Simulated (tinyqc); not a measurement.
Admittance spectroscopy and thermally stimulated current of one trap level in a depletion layer: one step, computed by the program tinyqc. Command: `OMP_NUM_THREADS=1 python tinyqc.py 3110448 3110449 out.jsonl admit walk`. One thread of a shared host (Intel(R) Xeon(R) Processor @ 2.30GHz), about 0.01 s of CPU time with the checks.

A Schottky junction on n-type material holds one donor-like electron trap; shallow donors are fully ionised and abrupt depletion edges are assumed.

Task: Temperature of the peak. N_c = 2 (2 pi m k_B T/h^2)^(3/2), v_th = sqrt(3 k_B T/m), emission rate e_n = sigma v_th N_c exp(-E_t/(k_B T)). Where the level crosses the Fermi level capture equals emission, so the trap follows the signal with the rate 2 e_n; G/omega peaks at omega = 2 e_n (the correction for large N_t/N is left out). Solve 2 e_n(T_p) = 2 pi f.

Inputs (values chosen for the exercise, modelled on n-type 4H-SiC): density-of-states mass m = 0.758 m_0; shallow doping N = 8.2e+16 1/cm^3; trap depth E_t below the band = 0.221 eV; capture cross section sigma = 5.5e-17 cm^2; test frequency f = 900000 Hz.

Constants: k_B = 1.380649e-23 J/K; m_0 = 9.1093837015e-31 kg; h = 6.62607015e-34 J s; k_B = 8.617333262e-05 eV/K.

Give: peak temperature T_p; N_c at T_p; e_n at T_p; E_c - E_F = k_B T_p ln(N_c/N).

Result:

peak temperature T_p = 305.1 K

N_c at T_p = 1.699e+19 1/cm^3

e_n at T_p = 2.827e+06 1/s

E_c - E_F = k_B T_p ln(N_c/N) = 0.1402 eV
